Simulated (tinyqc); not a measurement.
Worked calculation: admittance spectroscopy and thermally stimulated current of one trap level in a depletion layer. Computed by tinyqc, a small Python program that keeps every step. Command: `OMP_NUM_THREADS=1 python tinyqc.py 3113298 3113299 out.jsonl admit walk`. One thread of a shared host (Intel(R) Xeon(R) Processor @ 2.30GHz), about 0.01 s of CPU time with the checks. Intermediate numbers are printed to about 6 digits and carried at full precision; extremes and crossings named in words are read from the listed rows.

A Schottky junction on n-type material holds one donor-like electron trap; shallow donors are fully ionised and abrupt depletion edges are assumed.

Inputs (values chosen for the exercise, modelled on n-type GaN):
```
quantity                         value    unit
dielectric constant eps           9.41       -
density-of-states mass m         0.197     m_0
shallow doping N               2.3e+16  1/cm^3
trap density N_t               7.1e+15  1/cm^3
trap depth E_t below the band    0.352      eV
capture cross section sigma    1.3e-17    cm^2
band bending V_b                   1.1       V
test frequency f                   900      Hz
heating rate beta                 0.43     K/s
```

Constants: k_B = 1.380649e-23 J/K; m_0 = 9.1093837015e-31 kg; h = 6.62607015e-34 J s; k_B = 8.617333262e-05 eV/K; eps_0 = 8.8541878128e-12 F/m; e = 1.602176634e-19 C.

## Temperature of the peak

N_c = 2 (2 pi m k_B T/h^2)^(3/2), v_th = sqrt(3 k_B T/m), emission rate e_n = sigma v_th N_c exp(-E_t/(k_B T)). Where the level crosses the Fermi level capture equals emission, so the trap follows the signal with the rate 2 e_n; G/omega peaks at omega = 2 e_n (the correction for large N_t/N is left out). Solve 2 e_n(T_p) = 2 pi f.

peak temperature T_p = 323.208 K

N_c at T_p = 2.45365e+18 1/cm^3

e_n at T_p = 2827.43 1/s

E_c - E_F = k_B T_p ln(N_c/N) = 0.130064 eV

Caution: N_t/N is not small, so the peak moves away from omega = 2 e_n.

## The capacitance step

With E_c - E_F = k_B T_p ln(N_c/N): lambda = sqrt(2 eps eps_0 (E_t - (E_c - E_F))/(e^2 N)); traps are empty and charged for x < x_t = w - lambda, and V_b = e (N w^2 + N_t x_t^2)/(2 eps eps_0). High frequency: C_hf = eps eps_0/w. Low frequency: C_lf = eps eps_0 (N + N_t)/(N w + N_t x_t).

lambda = 100.180 nm

depletion width w = 213.893 nm

crossing point x_t = 113.714 nm

C_hf = 38.9531 nF/cm^2

C_lf = 43.7910 nF/cm^2

step (C_lf - C_hf)/C_hf = 0.124199

small-N_t estimate (N_t/N)(lambda/w) = 0.144581

Reading N_t/N straight from the step would give 0.124 against the true 0.309: the factor lambda/w must be known.

## Scan in temperature at fixed frequency

With x = omega/(2 e_n): C = C_hf + (C_lf - C_hf)/(1 + x^2), G/omega = (C_lf - C_hf) x/(1 + x^2); C_hf and C_lf are held at their values at T_p.

Admittance:
```
T (K)  omega/(2 e_n)  C (nF/cm^2)  G/omega (nF/cm^2)
284.4        7.24563      39.0435            0.65522
297.4        3.53663      39.3112            1.26667
307.0        2.16006      39.8069            1.84441
316.7        1.35039      40.6665            2.31378
323.2        1.00037      41.3711            2.41896
329.7        0.74929      42.0514            2.32159
339.4        0.49624      42.8350            1.92638
352.3        0.29641      43.4002            1.31820
368.5        0.16273      43.6662            0.76698
```

The peak of G/omega is half the step, 2.42 nF/cm^2. Its full width is near 2 ln(2 + sqrt3) k_B T_p^2/(E_t + 2 k_B T_p) = 58.2 K.

## Arrhenius plot

T_p for 0.1, 0.3, 1, 3 and 10 f; least-squares lines of ln(e_n/T^2) and of ln(e_n) against 1/(k_B T), e_n = pi f; sigma = exp(intercept)/(v_th N_c/T^2).

Peaks:
```
f (Hz)  T_p (K)  1/(k_B T) (1/eV)  ln(e_n/T^2)  ln(e_n)
90      278.902           41.6079     -5.61718   5.6445
270     298.523           38.8731     -4.65454   6.7432
900     323.208           35.9042     -3.60947   7.9471
2700    349.282           33.2239     -2.66602   9.0457
9000    382.701           30.3227     -1.64480  10.2497
```

depth from e_n/T^2 = 0.352 eV

cross section from the intercept = 1.30e-17 cm^2

depth without the T^2 = 0.407980 eV

Leaving out T^2 adds 56 meV, near 2 k_B T_p = 56 meV.

## Thermally stimulated current

Thermally stimulated current without retrapping: filled share n(T) = exp(-(1/beta) int e_n dT), current proportional to e_n n; the peak obeys beta (E_t/(k_B T^2) + 2/T) = e_n(T). The integral starts at 0.5 T_m and uses 4000 trapezoid steps to 1.2 T_m. Chen's first-order estimate from the full width W = T_2 - T_1 between the half-height points: E = 2.52 k_B T_m^2/W - 2 k_B T_m.

peak temperature T_m = 183.079 K

lower half-height T_1 = 172.952 K

upper half-height T_2 = 190.447 K

filled share at T_m = 0.394933

E_t/(k_B T_m) = 22.3116

symmetry factor (T_2 - T_m)/(T_2 - T_1) = 0.421152

depth by Chen's formula = 0.384489 eV

The slow ramp empties the trap at 183 K, far below the admittance peak at 323 K, since the rate asked for is 0.057 per second instead of 2800. Chen's formula, made for a constant prefactor, gives 32 meV more than E_t.

Checks made by the program: C_lf against dQ/dV by differences (relative difference below 1e-10); depth recovered (relative difference below 1e-10); peak of the integrated curve (relative difference 2e-05).
